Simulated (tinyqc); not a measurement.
Worked calculation: three-level Kane dispersion of a narrow-gap semiconductor. Values are carried at full precision from step to step, so a last printed digit may differ when a step is redone from the rounded ones.

Zero of energy at Gamma8, c = hbar^2/2m0, P^2 = Ep c. The free-electron term and remote bands are left out, so the heavy holes are flat at E = 0 and the other three bands obey E (E - Eg)(E + Dso) = P^2 k^2 (E + 2 Dso/3). The conduction band is the highest root; its edge is Ec = max(Eg, 0).

Constants: hbar^2/2m0 = 3.80998211 eV angstrom^2; hbar = 6.58211957e-16 eV s; e^2/(4 pi eps0) = 14.39964547 eV angstrom; muB = 5.788381798e-05 eV/T.

Parameters, chosen for this exercise (near those of InSb; the results hold for these values, not for the real material): Eg = 0.234 eV (E(Gamma6) - E(Gamma8)); Dso = 0.82 eV (spin-orbit splitting); Ep = 22.5 eV (Kane energy); k = 0.034 1/angstrom (wave vector); n = 4.5e+18 cm^-3 (electron density); eps = 16 (high-frequency dielectric constant); B = 0.5 T (magnetic field).

## The three bands at one k

Expand the equation into E^3 + a2 E^2 + a1 E + a0 = 0 and give its roots; compare with the two-level form (Dso to infinity) E = Eg/2 +/- sqrt(Eg^2/4 + (2/3) P^2 k^2).

P^2 k^2 = 0.099098 eV^2

a2, a1, a0: 0.586000  -0.290978  -0.054173

roots (eV): -0.8527  -0.1518  0.4185

two-level form (eV): -0.1654  0.3994

The two-level form misses the highest root by -19.1 meV. The order is normal: Gamma6 forms the conduction band.

## Mass at the edge and limiting velocity

m0* = Eg (Eg + Dso)/(Ep (Eg + 2 Dso/3)). In the two-level form the velocity tends to v = sqrt(2/3) P/hbar, and |Eg| = 2 m v^2 with m = 3 |Eg|/(2 Ep), as for a relativistic particle. 1 angstrom = 1e-10 m.

m0* = 0.01404 m0
P = 9.2588 eV angstrom
v = 1.149e+06 m/s
k at which the linear part sets in, |Eg|/(2 hbar v) = 0.01548 1/angstrom

## Fermi level and mass at a given density

Degenerate electrons at T = 0: kF = (3 pi^2 n)^(1/3), 1 cm^-3 = 1e-24 angstrom^-3; EF is the highest root at kF. The momentum (cyclotron, optical) mass is m(E) = hbar^2 k/(dE/dk) = c d(k^2)/dE with d(k^2)/dE = k^2 [1/E + 1/(E - Eg) + 1/(E + Dso) - 1/(E + 2 Dso/3)]; the density of states is k d(k^2)/dE/(2 pi^2).

Edge mass m0* = Eg (Eg + Dso)/(Ep (Eg + 2 Dso/3)).

Compare EF - Ec with the parabolic value c kF^2/m0*.

kF = 0.05108 1/angstrom
EF - Ec = 0.3222 eV
parabolic value = 0.7078 eV
m(EF) = 0.04693 m0
m(EF)/m0* = 3.342
density of states at EF = 3.187e+19 1/(eV cm^3)

The parabola overstates EF - Ec by a factor of 2.20; (EF - Ec)/|Eg| = 1.38, and the two-level rule 1 + 2 (EF - Ec)/|Eg| = 3.754 estimates the mass ratio.

## Plasma and cyclotron energies

hbar wp = sqrt(8 pi c (e^2/4 pi eps0) n/(eps m)), hbar wc = 2 muB B/m (classical limit), with m = m(EF) and, for comparison, the edge mass; n in angstrom^-3.

hbar wp with m(EF), with m0* (meV): 90.91  166.19

hbar wc with m(EF), with m0* (meV): 1.23  4.12

EF - Ec = 322.2 meV is 261 times hbar wc, so the classical value applies.

## Checks

- Roots of the cubic against the 8 x 8 Kane matrix without remote terms: they agree to 1e-10 or better.
- m(E) near the edge against m0*: both 0.01404.

Run: tinyqc, `OMP_NUM_THREADS=1 python tinyqc.py 1080864 1080865 out.jsonl`; Intel(R) Xeon(R) Processor @ 2.30GHz, one thread, shared host; about 0.01 s of CPU time with all checks.
